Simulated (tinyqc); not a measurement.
Comparisons within one model: polar nitride quantum well with polarisation fields. A value that a table varies takes the place of the one given here.

Growth along [0001]. e_par = (a_sub - a)/a, Ppz = 2 e_par (e31 - e33 C13/C33), P = Psp + Ppz in each layer; strain relaxation and the strain shift of the gaps are left out, although thick layers with more than about 1 % mismatch would relax.

In a periodic stack without free charge the potential drop over a period vanishes: F_w = (P_b - P_w) Lb/(eps0 (eps_w Lb + eps_b Lw)), F_b = -F_w Lw/Lb, eps0 = 8.8541878e-12 F/m; 1 MV/cm = 1e8 V/m = 0.01 V/angstrom.

Envelope functions on cells of 0.25 angstrom over barrier, well, barrier (widths Lb, Lw, Lb), psi = 0 beyond, psi'/m continuous (mean mass between points), c = hbar^2/2m0. With u(z) the integral of e F (F_w in the well, F_b = -F_w Lw/Lb in the barriers, 1 MV/cm = 0.01 V/angstrom), zero at the centre of the well, the electron sees u plus Vc in the barriers and the hole -u plus Vv. The transition is Eg + E_e + E_h; excitons are left out.

Constants: hbar^2/2m0 = 3.80998211 eV angstrom^2; hc = 1239.841984 eV nm.

Inputs chosen for the exercise (near those of an InGaN well in GaN; the results hold for these values, not for the real material):
```
symbol  value                     unit      meaning
a_w     3.257                     angstrom  lattice constant a, well
a_b     3.189                     angstrom  lattice constant a, barrier
a_sub   3.189                     angstrom  in-plane lattice constant of the stack
Psp_w   -0.0307                   C/m^2     spontaneous polarisation
Psp_b   -0.0346                   C/m^2     spontaneous polarisation
e31_w   -0.358                    C/m^2
e31_b   -0.334                    C/m^2
e33_w   0.729                     C/m^2
e33_b   0.678                     C/m^2
C_w     0.291                               C13/C33
C_b     0.262                               C13/C33
eps_w   11                                  dielectric constant
eps_b   10.1                                dielectric constant
Lb      70                        angstrom  barrier width
Eg      2.702                     eV        gap of the well
Vc      0.502                     eV        conduction offset
Vv      0.236                     eV        valence offset
me      0.175                     m0        electron, well
meb     0.2                       m0        electron, barrier
mh      1.92                      m0        hole, everywhere
Ls      (12, 18, 24, 30, 36, 45)  angstrom  well widths
Lw      41                        angstrom  well width
```

## Width of the well

Field, levels and overlap anew for each width.

Results:
```
Lw (angstrom)  F_w (MV/cm)  E (eV)  E without field (eV)  overlap^2  ln overlap^2
12                  -2.458  2.9907                3.0463      0.600         -0.51
18                  -2.301  2.8248                2.9343      0.388         -0.95
24                  -2.164  2.6940                2.8677      0.194         -1.64
30                  -2.041  2.5839                2.8258     0.0798         -2.53
36                  -1.932  2.4872                2.7978     0.0278         -3.58
45                  -1.789  2.3600                2.7707    0.00444         -5.42
```

The red shift grows from 56 to 411 meV. The line drops below Eg between 18 and 24 angstrom, which a square well can never do. Over the last two rows dE/dLw = -14.1 meV per angstrom, against -|e F_w| = -17.9 in the last row; the field itself weakens by 27 % over the table, since a wider well shares the drop with the barrier. The overlap falls by a factor 135.

## Screening the field

F_w = -1.8499 MV/cm

Carriers or a semipolar orientation reduce the field; here it is simply scaled in well and barrier.

Results:
```
share of the field  F_w (MV/cm)  E (eV)     nm  overlap^2  separation (angstrom)
1.0                      -1.850  2.4142  513.6      0.010                   28.7
0.8                      -1.480  2.5129  493.4      0.025                   26.7
0.6                      -1.110  2.6040  476.1      0.062                   24.1
0.4                      -0.740  2.6846  461.8       0.16                   20.4
0.2                      -0.370  2.7490  451.0       0.43                   14.6
0.0                       0.000  2.7811  445.8       0.97                    0.0
```

Full screening shifts the line by -67.8 nm (+367 meV). The first fifth of the screening gives 99 meV and the last fifth 32 meV; a purely quadratic shift would give a ratio of 9, a linear one 1, and here it is 3.1.

## What each parameter does

Polarisation, field, levels and overlap anew. Each row changes one parameter from the base and keeps the others.

Results:
```
case                    F_w (MV/cm)  E (eV)  overlap^2  red shift (meV)
base                         -1.850  2.4142      0.010              367
Lw = 37 angstrom             -1.915  2.4721      0.023              322
Lb = 95 angstrom             -2.037  2.3592     0.0065              422
a_sub = 3.179 angstrom       -1.869  2.4088     0.0099              372
Psp_b = -0.0381 C/m^2        -2.084  2.3489     0.0061              432
e33_w = 0.802 C/m^2          -1.909  2.3978     0.0091              383
eps_w = 12.1                 -1.737  2.4450      0.013              336
mh = 1.34 m0                 -1.850  2.4291      0.014              355
Vc = 0.427 eV                -1.850  2.4032     0.0090              375
```

The largest shifts from the base row, up to three for each result and ties (the steps differ in size, so this ranks the rows, not the parameters). F_w (MV/cm): Psp_b -0.234, Lb -0.188, eps_w +0.113; unchanged at the printed digits by mh and Vc. E (eV): Psp_b -0.0653, Lw +0.0579, Lb -0.0550. overlap^2: Lw +0.0126, Psp_b -0.00426, Lb -0.00390. red shift (meV): Psp_b +65, Lb +55, Lw -45.

Program tinyqc; command `OMP_NUM_THREADS=1 python tinyqc.py 1251343 1251344 out.jsonl`; about 0.05 s on one thread of a shared Intel(R) Xeon(R) Processor @ 2.30GHz.
